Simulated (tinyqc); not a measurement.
# Avrami exponent and activation energy from three anneals

Problem. Isothermal crystallisation follows X = 1 - exp(-(k t)^n) with k proportional to exp(-Ec q/(kB T)). Find n, k at both temperatures and Ec.

Constants: q = 1.602176634e-19 C, kB = 1.380649e-23 J/K. Results are converted to the units shown.

X at (452 K, 370 s), (452 K, 740 s) and (472 K, 45 s): [0.25039755, 0.80414385, 0.43674843]

Answer. -ln(1 - X) = (k t)^n: the two times give n, and the two rates give Ec.

n = 2.500
k at 452 K = 0.001643 1/s
k at 472 K = 0.01780 1/s
Ec = 2.190 eV

tinyqc, about 0.02 s, one thread, Intel Xeon 2.30GHz (shared host): `OMP_NUM_THREADS=1 python tinyqc.py 2490138 2490139 out.jsonl`
